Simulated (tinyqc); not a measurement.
# Hexagonal on-chip spiral inductor, lumped pi model, step by step

Computed by the program tinyqc: `OMP_NUM_THREADS=1 python tinyqc.py 2302008 2302009 out.jsonl`, one thread of a shared Intel Xeon 2.30GHz, about 0.01 s for the whole run. Printed values are rounded.

Outer diameter do = di + 2 n wd + 2 (n - 1) sp, mean da = (do + di)/2, fill p = (do - di)/(do + di), length l = 3.464 n da. L = 2.33 mu0 n^2 da/(1 + 3.82 p), mu0 = 4 pi 1e-7 H/m. Rs = rho l/(wd delta (1 - exp(-th/delta))), delta = sqrt(rho/(pi f mu0)). Cs = n wd^2 eps0 eo/hu across the coil. At each end Cox = l wd eps0 eo/(2 ho) leads to the substrate branch Rsi = 2 rs he/(l wd) in parallel with Csi = l wd eps0 11.7/(2 he). With one end grounded Y = 1/(Rs + i w L) + i w Cs + 1/[1/(i w Cox) + 1/(1/Rsi + i w Csi)], w = 2 pi f; Q = -Im Y/Re Y. Eddy currents in neighbouring turns and in the substrate are left out.

Parameters, values chosen for the exercise; values of the order met in silicon radio-frequency processes: number of turns n = 2.5; line width wd = 4 um; space between turns sp = 1.5 um; inner diameter di = 40 um; metal thickness th = 3.4 um; metal resistivity rho = 1.9 uohm cm; oxide below the coil ho = 5.9 um; oxide between coil and underpass hu = 0.7 um; relative permittivity of the oxide eo = 3; substrate resistivity rs = 10 ohm cm; effective spreading depth in the substrate he = 30 um; frequency f = 8 GHz.

Constants: eps0 = 8.8541878128e-12 F/m. Results are converted to the units shown.

## Geometry and model elements

do, l, L, delta, Rs, Cs, Cox, Rsi and Csi as defined.

do = 64.5 um
l = 452.4850 um
L = 0.5044125 nH
delta = 0.7756252 um
Rs = 2.806082 ohm
Cs = 1.517861 fF
Cox = 4.074292 fF
Rsi = 3315.027 ohm
Csi = 3.124982 fF

Rs is 4.44 times the direct-current value in this empirical form, which overstates the skin effect of a flat slab when delta is near th and so stands in for some current crowding.

## Admittance, quality factor and apparent inductance

Series branch 1/(Rs + i w L), substrate branch, total Y, Q = -Im Y/Re Y, apparent inductance Im(1/Y)/w, metal-only value w L/Rs, share of the loss in the substrate Re(substrate branch)/Re Y.

series branch = 4.31223-38.96342i mS
substrate branch = 0.0570035+0.1364134i mS
Y = 4.36923-38.75071i mS
Q = 8.868999
apparent inductance = 0.5069487 nH
w L/Rs = 9.035566
share of the loss in the substrate = 1.304657 %

Q is 98.2 % of the metal-only value.
